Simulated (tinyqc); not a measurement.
# Changing the temperature T

Model: order-disorder in a binary alloy on two sublattices: Bragg-Williams and pair (quasi-chemical) approximations. Computed by tinyqc, a small Python program. Command: `OMP_NUM_THREADS=1 python tinyqc.py 3011731 3011732 out.jsonl order sweep`. One thread of a shared host (Intel(R) Xeon(R) Processor @ 2.30GHz), about 0.01 s of CPU time with the checks.

All z = 8 neighbours of a site lie on the other sublattice. B fills the sublattices with x + eta/2 and x - eta/2; energies are per site, from the pure components: u = -z w y with y the probability of an A-B bond taken in one order.

Inputs (values chosen for the exercise, for a model alloy): ordering energy w = (e_AA + e_BB)/2 - e_AB = 38.8 meV; fraction x of B = 0.37.

Lattice: bcc (B2 order, z = 8). Method: Newton steps.

scattering factors f_A, f_B (electrons): [25, 66]

Constants: k_B = 8.617333262e-05 eV/K.

Method:
- Bragg-Williams: u = -z w [x (1 - x) + eta^2/4]; minimising f gives ln[a (1 - b)/(b (1 - a))] = 2 z w eta/(k_B T) =: ln Q, a = x + eta/2, b = x - eta/2. For given Q this is a quadratic for eta, (Q - 1) eta^2/4 - (Q + 1) eta/2 + (Q - 1) x (1 - x) = 0, smaller root: the map eta -> phi(eta).
- Newton steps on phi(eta) - eta, with the slope by central differences of 1e-6; start at 0.999 times 2x; stop when |phi - eta| < 1e-10.
- a = x + eta/2, b = x - eta/2; u = -z w [x (1 - x) + eta^2/4]; s/k_B = [s2(a) + s2(b)]/2, s2(c) = -c ln c - (1 - c) ln(1 - c); gain on ordering = f(eta) - f(0), f = u - T s. Superlattice over fundamental intensity = [eta (f_B - f_A)/2]^2/[(1 - x) f_A + x f_B]^2.

One run for each value; columns: (1) temperature T (K); (2) order parameter eta; (3) B fraction on the A sublattice; (4) entropy s (k_B/site); (5) gain on ordering (meV/site); (6) intensity ratio:
```
(1)       (2)         (3)      (4)          (5)      (6)
460   0.73995  2.6389e-05  0.28669  -2.7731e+01  0.14260
606   0.73913  4.3356e-04  0.28865  -2.3057e+01  0.14228
752   0.73510  2.4508e-03  0.29639  -1.8438e+01  0.14073
898   0.72370  8.1482e-03  0.31436  -1.3977e+01  0.13640
1040  0.70059  1.9703e-02  0.34478  -9.9318e+00  0.12783
1190  0.65672  4.1639e-02  0.39268  -6.1623e+00  0.11232
1340  0.58338  7.8311e-02  0.45727  -3.1201e+00  0.08863
1480  0.47261  1.3369e-01  0.53186  -1.1236e+00  0.05817
1630  0.24808  2.4596e-01  0.62546  -7.1548e-02  0.01603
```

What does the table show, and why?

Over the rows, order parameter eta falls from 0.740 to 0.248 (exponent d ln y / d ln x -0.0040 between the first rows and -6.7 between the last); B fraction on the A sublattice rises from 2.64e-5 to 0.246 (exponent d ln y / d ln x 10 between the first rows and 6.3 between the last); entropy s (k_B/site) rises from 0.287 to 0.625 (exponent d ln y / d ln x 0.025 between the first rows and 1.7 between the last). Near T_c mean-field theory gives eta^2 linear in T_c - T; from the last two rows eta^2 extrapolates to zero at 1687 K, against T_c = 1679 K.

Caution (rows 1190, 1340, 1480, 1630): T is near or above the T_c of the better pair approximation, so the true long-range order is lower than Bragg-Williams gives.
